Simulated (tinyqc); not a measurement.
Thermal displacements in the Debye model: Debye-Waller factors, bond-length spread and the Lindemann rule: one step, computed by the program tinyqc.

A Debye spectrum with three branches of one velocity, cut at k_B Theta; 4 atoms per cube, nearest neighbours at d = 0.707107 a.

Task: Recoil-free fraction. A nucleus of this mass is supposed to emit a gamma ray of the energy chosen: recoil energy E_R = E^2/(2 M c^2), wave number k_g = E/(hbar c), recoil-free fraction f = exp(-k_g^2 <u_x^2>).

Inputs (values chosen for the exercise, modelled on copper):
```
quantity,value,unit
atomic mass M,63.55,u
Debye temperature Theta,309,K
temperature T,300,K
gamma-ray energy E,67.4,keV
```

Structure: fcc.

<u_x^2> = 0.007404808 angstrom^2

Constants: e = 1.602176634e-19 C; u = 1.6605390666e-27 kg; c = 299792458 m/s; hbar = 6.582119569e-16 eV s; k_B = 8.617333262e-05 eV/K.

Give: recoil energy; k_g; recoil-free fraction f.

Result:

recoil energy = 38.37 meV

k_g = 34.16 1/angstrom

recoil-free fraction f = 1.771e-04
